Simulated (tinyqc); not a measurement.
Inside a calculation. Method: geometry optimisation on the B3LYP (VWN-RPA form)/sto-3g surface (energies and gradients from PySCF), for H4, spin multiplicity 1. Computed by tinyqc, a small Python program that keeps every step (integrals from PySCF). Settings: charge = 0, multiplicity = 1, basis = sto-3g, functional = b3lyp, optimiser = bfgs, first Hessian = 0.6, largest step = 0.5, iteration cap = 30. Command: `OMP_NUM_THREADS=1 python tinyqc.py 26843 26844 out.jsonl` (the two numbers bound the seeds that draw the settings). One thread of a shared host (Intel(R) Xeon(R) Processor @ 2.60GHz), about 9 s of CPU time with the checks.

positions at the start (bohr):
```
            x          y          z
1H  -0.062361  -0.051023  -0.041574
2H   0.020787  -0.069920   1.534458
3H   0.073699  -0.049133   3.416625
4H   0.015118   0.122832   4.947303
```

Stop when the largest gradient component is below 3e-5 hartree/bohr. The inverse Hessian follows the BFGS update with s = step, y = change of gradient.

Course of the optimisation:
```
step  E (hartree)  largest gradient (hartree/bohr)
1     -2.28191264                         1.22e-01
2     -2.30505426                         5.84e-02
3     -2.31025189                         2.36e-02
4     -2.31577063                         2.74e-02
5     -2.32361599                         2.32e-02
6     -2.32736837                         1.27e-02
7     -2.32936584                         4.32e-03
8     -2.33019022                         5.41e-03
9     -2.33061985                         4.25e-03
10    -2.33080703                         5.90e-04
11    -2.33088379                         7.51e-04
12    -2.33092457                         3.89e-04
13    -2.33094857                         1.52e-04
14    -2.33097255                         1.08e-04
15    -2.33099645                         1.30e-04
16    -2.33101867                         1.90e-04
17    -2.33103659                         2.93e-04
18    -2.33104929                         3.48e-04
19    -2.33105787                         3.39e-04
20    -2.33106286                         2.70e-04
21    -2.33106570                         2.09e-04
22    -2.33106741                         1.78e-04
23    -2.33106839                         1.60e-04
24    -2.33106902                         1.68e-04
25    -2.33106944                         1.76e-04
26    -2.33106976                         1.89e-04
27    -2.33107002                         1.49e-04
28    -2.33107021                         1.55e-04
29    -2.33107034                         1.07e-04
30    -2.33107041                         1.42e-04
```

Can the last value be used, and what does the course show?

Not by the stop rule, although the second column moves by less than 1e-06 over the last three steps. Not converged within 30 steps: the energy falls at every step, but slowly. Reruns: method bfgs, first Hessian 0.6, largest step 0.3: not converged.
